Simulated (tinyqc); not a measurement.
## Threshold and carrier lifetime from two turn-on delays

Problem. With a constant carrier lifetime tau, a current step from 0 to I reaches threshold after td = tau ln(I/(I - Ith)). Find Ith and tau.

turn-on delay for steps from 0 to 23 and to 46 mA (ns): 1.3728685  0.51305045

Solution. The ratio of the delays holds no tau and rises steadily with Ith, so it has one root below the smaller current.

Ith = 15.0 mA
tau = 1.30 ns

Program tinyqc, `OMP_NUM_THREADS=1 python tinyqc.py 2840005 2840006 out.jsonl`; Intel Xeon 2.30GHz, shared host, one thread, about 0.01 s.
